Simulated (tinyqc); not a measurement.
# Worked calculation: a discretised effective-mass wire between two leads, recursive Green functions

tinyqc, about 0.02 s, one thread, Intel Xeon 2.30GHz (shared host): `OMP_NUM_THREADS=1 python tinyqc.py 2660027 2660028 out.jsonl` Printed values are rounded.

Finite differences on a grid of step a give a chain with hopping -t, t = C/(m a^2), C = hbar^2/(2 m0), and site energies 2 t + U_i for the N = 9 sites of the device; the semi-infinite leads have site energy 2 t. Each slice is one site, and V = -t couples neighbouring slices.

Parameters, values chosen for the exercise:
```
symbol                              value  unit                                    meaning
m                                     0.2    m0                             effective mass
a                                    0.29    nm                                  grid step
U       [0, 0.62, 0.62, 0, 0, 0, 0, 0, 0]    eV              potential on the sites 1 to N
E                                   0.709    eV  energy above the band bottom of the leads
```

Constants: q = 1.602176634e-19 C, hbar = 1.054571817e-34 J s, h = 6.62607015e-34 J s, m0 = 9.1093837015e-31 kg, hbar^2/(2 m0) = 0.0380998212 eV nm^2. Results are converted to the units shown.

## Self-energy of the leads

Sigma = t^2 g(E - 2 t), g(x) = (x - i sqrt(4 t^2 - x^2))/(2 t^2) for |x| < 2 t and (x - sign(x) sqrt(x^2 - 4 t^2))/(2 t^2) otherwise; Gamma = i (Sigma - Sigma^dagger); both leads give the same.

t = 2.265150 eV
Sigma = -1.910650-1.216684i eV
Gamma = 2.433369 eV
open modes = 1

## Forward pass

Forward pass: g_1 = (E - H_1 - Sigma)^(-1), g_i = (E - H_i - V g_(i-1) V^dagger)^(-1), with Sigma also subtracted on the last slice; G_(i,1) = g_i V G_(i-1,1), starting from g_1. H_i is the block of slice i, its site energy.

| site | g_i (1/eV) | G_(i,1) of the forward pass (1/eV) |
|---|---|---|
| 1 | -0.3723808-0.2371287i | -0.3723808-0.2371287i |
| 2 | -0.3209648-0.1543133i | -0.1878466-0.3025634i |
| 3 | -0.3312580-0.0938568i | -0.0766257-0.2669643i |
| 4 | -0.4482389-0.1017410i | -0.0162760-0.2887154i |
| 5 | -0.5880477-0.2017672i | 0.1102726-0.3920123i |
| 6 | -0.4679558-0.6024877i | 0.6518768-0.2650373i |
| 7 | -0.1227187-0.2671062i | 0.3415633+0.3207345i |
| 8 | -0.2645408-0.1135942i | 0.1221455+0.2800790i |
| 9 | -0.1561078-0.5077021i | -0.2789053+0.2395080i |

## Transmission

G_(N,1) = -0.2789053+0.2395080i 1/eV

T(E) = Tr[Gamma G_(N,1) Gamma G_(N,1)^dagger]. Conductance (2 q^2/h) T(E).

T(E) = 0.8002748
conductance = 62.00602 uS

Inverting the whole matrix gives the same value.

## Backward pass

Backward pass: G_NN = g_N, G_ii = g_i + g_i V^dagger G_(i+1,i+1) V g_i; local density of states -Im G_ii/pi on each site.

| site | G_ii (1/eV) | local density of states (1/eV) |
|---|---|---|
| 1 | -0.0720473-0.5798885i | 0.1845842 |
| 2 | -0.1835537-0.4171241i | 0.1327747 |
| 3 | -0.1835537-0.4171241i | 0.1327747 |
| 4 | -0.0720473-0.5798885i | 0.1845842 |
| 5 | 0.1226048-0.5476940i | 0.1743364 |
| 6 | 0.1757657-0.3576943i | 0.1138576 |
| 7 | 0.0260854-0.2291574i | 0.0729431 |
| 8 | -0.1536986-0.3104203i | 0.0988098 |
| 9 | -0.1561078-0.5077021i | 0.1616066 |

A site of an infinite clean chain has 1/(pi sqrt(4 t^2 - x^2)) = 0.131 1/eV at this energy (x counted from the band centre); the device goes from 0.0729 (site 7) to 0.185 (site 1).

## States fed from the left, and the bond current

The full first column follows backwards from c_N = G_(N,1): c_i = G_(i,1)(forward) + g_i V^dagger c_(i+1). The density of states fed by the left lead is Gamma |c_i|^2/(2 pi), and the current on bond i is 2 t Gamma Im(c_(i+1) conj(c_i)) in units of T(E).

| site | c_i (1/eV) | density fed from the left (1/eV) |
|---|---|---|
| 1 | -0.0720473-0.5798885i | 0.1322421 |
| 2 | 0.0692235-0.4504360i | 0.0804326 |
| 3 | 0.2077744-0.3032854i | 0.0523421 |
| 4 | 0.3381616-0.1442185i | 0.0523421 |
| 5 | 0.3627031+0.0599894i | 0.0523421 |
| 6 | 0.2737172+0.2454204i | 0.0523421 |
| 7 | 0.0990568+0.3540339i | 0.0523421 |
| 8 | -0.1066087+0.3518335i | 0.0523421 |
| 9 | -0.2789053+0.2395080i | 0.0523421 |

| bond | bond current |
|---|---|
| 1 | 0.8002748 |
| 2 | 0.8002748 |
| 3 | 0.8002748 |
| 4 | 0.8002748 |
| 5 | 0.8002748 |
| 6 | 0.8002748 |
| 7 | 0.8002748 |
| 8 | 0.8002748 |

The bond current is the same on every bond and equals T(E): the current is conserved.
